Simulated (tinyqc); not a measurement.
Jacobi rotations on a symmetric matrix, step by step. Computed by tinyqc, a small Python program that keeps every step. Settings: method = jacobi. Command: `OMP_NUM_THREADS=1 python tinyqc.py 21755 21756 out.jsonl` (the two numbers bound the seeds that draw the settings). One thread of a shared host (Intel(R) Xeon(R) Processor @ 2.60GHz), about 0.01 s of CPU time with the checks.

## Jacobi rotation 1

A, lower triangle:
```
           1         2         3
1   0.530000
2   0.011000  0.744000
3  -0.278000  0.007000  0.910000
```

Take the largest off-diagonal element A_pq; tan 2 theta = 2 A_pq / (A_qq - A_pp) with |theta| <= pi/4; A' = J^T A J with J_pp = J_qq = cos, J_pq = sin, J_qp = -sin.

p, q, theta (rad): 1.000000  3.000000  -0.485631

A', lower triangle:
```
          1         2         3
1  0.383275
2  0.012996  0.744000
3  0.000000  0.001056  1.056725
```

## Jacobi rotation 2

As before.

p, q, theta (rad): 1.000000  2.000000  0.035964

A', lower triangle:
```
           1         2         3
1   0.382807
2   0.000000  0.744468
3  -0.000038  0.001056  1.056725
```

## All rotations

The off-diagonal norm falls at every rotation.

Rotations:
```
step  p  q      theta  off-diagonal norm
1     1  3  -0.485631           1.84e-02
2     1  2   0.035964           1.49e-03
3     2  3   0.003380           5.37e-05
4     1  3  -0.000056           1.82e-07
5     1  2   3.55e-07           1.02e-11
```

eigenvalues: 0.382807  0.744464  1.056729
